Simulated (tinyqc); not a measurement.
What moves the results: Wannier exciton and Elliott formula. A value that a table varies takes the place of the one given here.

Saha balance n^2/n_x = K = (mu kB T/(4 pi c))^(3/2) exp(-Ry*/kB T) with n + n_x = N, 1s excitons only, equal spin counts for excitons and free pairs; free share f = 2/(1 + sqrt(1 + 4N/K)); c = hbar^2/2m0, Ry* = Ry mu/eps^2, 1/mu = 1/me + 1/mh, 1/angstrom^3 = 1e24/cm^3.

Constants: hbar^2/2m0 = 3.80998211 eV angstrom^2; kB = 8.617333262e-05 eV/K; Ry = 13.60569312 eV.

Values chosen for the exercise (near those of ZnSe; the results hold for these values, not for the real material):
- xs = (0.058, 0.29, 0.49, 2.3, 4.3, 18, 36, 190) ((E - Eg)/Ry*)
- me = 0.154 m0 (electron mass)
- mh = 0.435 m0 (hole mass)
- eps = 8.8 (dielectric constant)
- N = 5.4 x 1e16/cm^3 (density of pairs)

## Coulomb enhancement above the gap

Ry* = 19.9825 meV

With x = (E - Eg)/Ry* and y = pi/sqrt(x): S3 = y exp(y)/sinh(y), and S2 = exp(y)/cosh(y). Free-pair absorption goes as sqrt(x) in three dimensions and is constant in two.

Factors:
```
x,E - Eg (meV),sqrt(x),S3,S3 sqrt(x),S2
0.058,1.16,0.241,26.090,6.283,2.000
0.29,5.79,0.539,11.668,6.283,2.000
0.49,9.79,0.700,8.977,6.284,2.000
2.3,45.96,1.517,4.210,6.385,1.969
4.3,85.92,2.074,3.184,6.602,1.908
18,359.69,4.243,1.917,8.133,1.629
36,719.37,6.000,1.613,9.680,1.480
1.9e+02,3796.68,13.784,1.245,17.163,1.224
```

In three dimensions the product tends to 2 pi = 6.283 at the edge (6.283 in the first row), so the square-root onset becomes a step. Even 3797 meV above the gap the enhancement is 1.25; it decays only as 1 + pi/sqrt(x) = 1.23. In two dimensions it never exceeds 2 and has fallen to 1.22. The last rows lie beyond the range of parabolic bands.

## Temperature

The balance at fixed N.

Ionisation:
```
T (K),kB T/Ry*,K (1e16/cm^3),free share
10,0.043,2.49e-11,2.15e-06
20,0.086,7.64e-06,0.00119
40,0.172,0.00711,0.0356
77,0.332,0.308,0.212
150,0.647,3.63,0.550
300,1.294,22.2,0.832
```

Half the pairs are free between 77 and 150 K, where K passes N/2; kB T = Ry* falls at 232 K. The free share goes from 2.15e-06 to 0.832. A lower density ionises at a lower temperature, since free pairs gain entropy.

(tinyqc, `OMP_NUM_THREADS=1 python tinyqc.py 1282476 1282477 out.jsonl`, Intel(R) Xeon(R) Processor @ 2.30GHz, 1 thread, shared host, about 0.01 s.)
